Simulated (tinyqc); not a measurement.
Levels against anisotropy: donor in an ellipsoidal valley (Kohn-Luttinger variational method). Computed by tinyqc, a small Python program. Command: `OMP_NUM_THREADS=1 python tinyqc.py 3016232 3016233 out.jsonl kohnlutt walk`. One thread of a shared host (Intel(R) Xeon(R) Processor @ 2.30GHz), about 0.03 s of CPU time with the checks.

H = -(d^2/dx^2 + d^2/dy^2) - gamma d^2/dz^2 - 2/r in units built on m_t, with gamma = m_t/m_l and z along the valley axis. One valley; no valley-orbit or central-cell term.

Inputs (values chosen for the exercise, for a model semiconductor): transverse mass m_t = 0.099 m_0; longitudinal mass m_l = 1.11 m_0; dielectric constant eps = 12.9.

Constants: Ry = 13.605693123 eV; a_0 = 0.529177210903 angstrom.

Method:
- Ry* = Ry m_t/eps^2, a* = a_0 eps/m_t, gamma = m_t/m_l.
- Trial function exp(-sqrt((x^2 + y^2)/a^2 + z^2/b^2)) with beta = b/a < 1: E = t/a^2 - u/a, t = (2 + gamma/beta^2)/3, u = 2 arcsin(sqrt(1 - beta^2))/sqrt(1 - beta^2); the best a is 2 t/u and E(beta) = -u^2/(4 t).
- The trial energy is minimised over beta by golden section from 0.05 to 0.999, 60 steps.
- Gaussian basis: g = P exp(-al (x^2 + y^2) - be z^2) with P = 1 (s-like), z (2p0) or x (2p+-); al = 0.004 x 2.6^k, k = 0..11, and be/al = 1, gamma^(-1/2) or 1/gamma (36 functions); 1/r = (2/sqrt(pi)) int exp(-t^2 r^2) dt by 48 Gauss-Legendre points after t = sqrt(al_i + al_j) tan(theta); overlap eigenvalues below 1e-10 are dropped.

gamma = 0.0891892

Binding energies (Ry*):
```
gamma  1s, trial  1s, Gaussians     2p0     2p+-
0.022     2.3666         2.3879  1.3260  0.38809
0.045     2.1266         2.1394  1.0617  0.37123
0.089     1.8816         1.8883  0.8279  0.35130
0.130     1.7412         1.7454  0.7094  0.33853
0.200     1.5798         1.5821  0.5866  0.32250
0.450     1.2792         1.2796  0.3926  0.28821
0.790     1.0798         1.0798  0.2873  0.26165
```

What follows from these numbers?

As gamma falls from 0.79 to 0.022, 1s deepens from 1.080 to 2.388 Ry*, on the way from the hydrogen value 1 to the two-dimensional limit 4; 2p+- moves from 0.262 to 0.388 (limits 1/4 and 4/9), while 2p0 climbs from 0.287 to 1.326 and joins 1s as gamma tends to 0.

Extremes, crossings and ranges named in words are read from the listed rows.
